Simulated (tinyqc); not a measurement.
# Gap and mass from two generation rates

Inverse problem. In the two-band model the band-to-band tunnelling rate in a uniform field is G = A F^2 exp(-B/F), with B = pi sqrt(m/C) Eg^1.5/4 (V/nm), A = 1e21 (2 q/h) m Eg/(16 pi C B) for G in cm^-3 s^-1 and F in V/nm, C = hbar^2/(2 m0). Find B, A, Eg and m.

Constants: q = 1.602176634e-19 C, hbar = 1.054571817e-34 J s, h = 6.62607015e-34 J s, m0 = 9.1093837015e-31 kg, hbar^2/(2 m0) = 0.0380998212 eV nm^2. Results are converted to the units shown.

G at F = 0.011 and 0.022 V/nm (cm^-3 s^-1): 8.4002256e24  1.7039240e28

Solution. The slope of ln(G/F^2) against 1/F is -B and the intercept gives A. The product A B fixes m Eg, and B = (pi/4) Eg sqrt(m Eg/C) then gives Eg.

B = 0.1370 V/nm
A = 1.785e34 cm^-3 s^-1 (V/nm)^-2
Eg = 0.3460 eV
m = 0.02800 m0

tinyqc, about 0.03 s, one thread, Intel Xeon 2.30GHz (shared host): `OMP_NUM_THREADS=1 python tinyqc.py 2620142 2620143 out.jsonl`
